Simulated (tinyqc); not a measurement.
Worked calculation: Rayleigh-quotient iteration on a symmetric matrix. Computed by tinyqc, a small Python program that keeps every step. Settings: method = rayleigh, shift = 0.61. Command: `OMP_NUM_THREADS=1 python tinyqc.py 23222 23223 out.jsonl` (the two numbers bound the seeds that draw the settings). One thread of a shared host (Intel(R) Xeon(R) Processor @ 2.60GHz), about 0.01 s of CPU time with the checks.

## Step 1

A:
```
           1          2          3          4          5          6
1   0.087000  -0.087000   0.920000  -0.282000  -0.038000   0.543000
2  -0.087000   0.320000  -1.305000   0.121000  -0.801000   0.487000
3   0.920000  -1.305000   1.871000   1.270000   0.859000  -0.913000
4  -0.282000   0.121000   1.270000   2.428000   0.805000   0.286000
5  -0.038000  -0.801000   0.859000   0.805000   3.018000   0.353000
6   0.543000   0.487000  -0.913000   0.286000   0.353000   4.961000
```

vector v at the start: 0.408248  0.408248  0.408248  0.408248  0.408248  0.408248

shift = 0.610000

solve (A - shift) w = v; v' = w/|w| with its largest component positive (the first on a tie); lambda = v'^T A v'; the next shift is lambda.

vector after step 1: 0.502986  0.754575  -0.074927  -0.234671  0.201488  -0.276297

Rayleigh quotient after step 1 = 0.182896

## Step 2

As before.

vector after step 2: 0.651016  0.720323  0.047970  -0.002894  0.192565  -0.133876

Rayleigh quotient after step 2 = -0.117649

## Step 3

As before.

vector after step 3: 0.658762  0.707652  0.011032  -0.014531  0.206164  -0.149753

Rayleigh quotient after step 3 = -0.120187

## Course of the iteration

Stop when the residual |A v - lambda v| is below 1e-9.

Steps:

| step | lambda | residual |
|---|---|---|
| 1 | 0.18289601 | 1.12e+00 |
| 2 | -0.11764938 | 1.05e-01 |
| 3 | -0.12018707 | 1.18e-04 |
| 4 | -0.12018707 | 2.80e-13 |

all eigenvalues, for comparison: -1.013577  -0.120187  1.671942  2.101156  4.672186  5.373480

Converged in 4 steps.
